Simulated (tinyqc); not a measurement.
Vacuum evaporation: vapour pressure, source flux, thickness distribution, purity and step coverage: one step, computed by the program tinyqc. Command: `OMP_NUM_THREADS=1 python tinyqc.py 3110733 3110734 out.jsonl evap walk`. One thread of a shared host (Intel(R) Xeon(R) Processor @ 2.30GHz), about 0.01 s of CPU time with the checks.

Molecular flow, unit sticking of the metal, no re-evaporation. The background gas is taken as water vapour (18.015 g/mol, collision diameter 0.37 nm) at 300 K.

Problem. Rate and uniformity on a fixed wafer above the source. A small source emits (n + 1) Phi area cos^n(phi)/(2 pi) per solid angle; on a parallel plane at height h and lateral distance l the arrival rate is (n + 1) Phi area/(2 pi h^2) x (1 + (l/h)^2)^(-(n + 3)/2). Growth rate = arrival rate x m/rho, m = M u. The wafer is fixed and centred above the source.

Inputs (values chosen for the exercise, modelled on copper, with constants for the liquid):

| quantity | value | unit |
|---|---|---|
| molar mass M | 63.55 | g/mol |
| film density rho | 8.96 | g/cm^3 |
| source temperature T | 1450 | K |
| source area | 1.5 | cm^2 |
| directionality n | 1 | - |
| source-to-wafer distance h | 51 | cm |
| wafer radius R | 7.5 | cm |

flux Phi = 2.871820e+17 1/(cm^2 s)

Constants: u = 1.6605390666e-27 kg.

Give: arrival rate at the centre; growth rate at the centre; edge over centre; non-uniformity (max - min)/(max + min); share of the material that lands on the wafer, 1 - (1 + (R/h)^2)^(-(n + 1)/2).

Solution.

arrival rate at the centre = 5.2718e+13 1/(cm^2 s)

growth rate at the centre = 0.0062089 nm/s

edge over centre = 0.95811

non-uniformity (max - min)/(max + min) = 2.1393 %

share of the material that lands on the wafer, 1 - (1 + (R/h)^2)^(-(n + 1)/2) = 2.1169 %
